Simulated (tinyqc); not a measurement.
Tight binding, dimerised chain, step by step. One step of it, computed by the program tinyqc.

Task: Bloch Hamiltonian at k. H_AA = +delta, H_BB = -delta, H_AB = -t1 - t2 exp(-i k a).

Parameters chosen for this model:

| parameter | value | unit |
|---|---|---|
| t1 | 1.240000 | eV, inside the cell |
| t2 | 0.960000 | eV, between cells |
| delta | 0 | eV, +/- on the two sites |

k point k (2 pi / a): 0.150000

Give: H(k) at k.

Result:

H(k) at k (eV):
```
                 A                B
A           0.0000  -1.8043+0.7767i
B  -1.8043-0.7767i           0.0000
```
